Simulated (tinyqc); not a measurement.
One-dimensional ballistic tunnel FET, two-band WKB: one step of the calculation.

A p-type source for x < 0 with its Fermi level at 0 and its valence edge at ds; in the channel the bands fall as D exp(-x/lam) towards their flat values, with the conduction edge at Ec = ds - dP and D = dP + Eg. The gate moves dP one to one. The drain Fermi level lies at -Vd and the drain side reflects nothing. For w = E - Ec between 0 and dP an electron crosses the gap. Two-band dispersion with equal masses m: inside the gap kappa = sqrt(m u (1 - u/Eg)/C), u the distance from a band edge, C = hbar^2/(2 m0).

Task. The path through the gap by the midpoint rule. At w = w0 the path runs from xa = lam ln(D/(w + Eg)) to xb = lam ln(D/w); u(x) = w + Eg - D exp(-x/lam) is the height above the valence edge. Cut it into nc equal cells: S = 2 (cell width) times the sum of kappa at the centres.

Values chosen for this exercise; band and dielectric values close to those of indium phosphide: band gap Eg = 1.37 eV; band-edge mass of the two-band model m = 0.1 m0; screening length of the source junction lam = 5.9 nm; tunnelling window Ev(source) - Ec(channel) dP = 0.18 eV; energy above the channel conduction edge w0 = 0.087 eV; cells of the path nc = 9.

Constants: q = 1.602176634e-19 C, hbar = 1.054571817e-34 J s, m0 = 9.1093837015e-31 kg, hbar^2/(2 m0) = 0.0380998212 eV nm^2. Results are converted to the units shown.

Give: xa; xb; x; u; kappa; S.

Result.

xa = 0.36506 nm
xb = 16.993 nm

```
cell  x (nm)  u (eV)  kappa (1/nm)
0      1.289  0.2112       0.68469
1      3.136  0.5461       0.92844
2      4.984  0.7910       0.93671
3      6.831  0.9701       0.86214
4      8.679  1.1010       0.75330
5     10.526  1.1967       0.63035
6     12.374  1.2667       0.50075
7     14.221  1.3178       0.36289
8     16.069  1.3553       0.19567
```

S = 21.634

Numbers from tinyqc (`OMP_NUM_THREADS=1 python tinyqc.py 2620056 2620057 out.jsonl`; about 0.01 s on one thread of a shared Intel Xeon 2.30GHz).
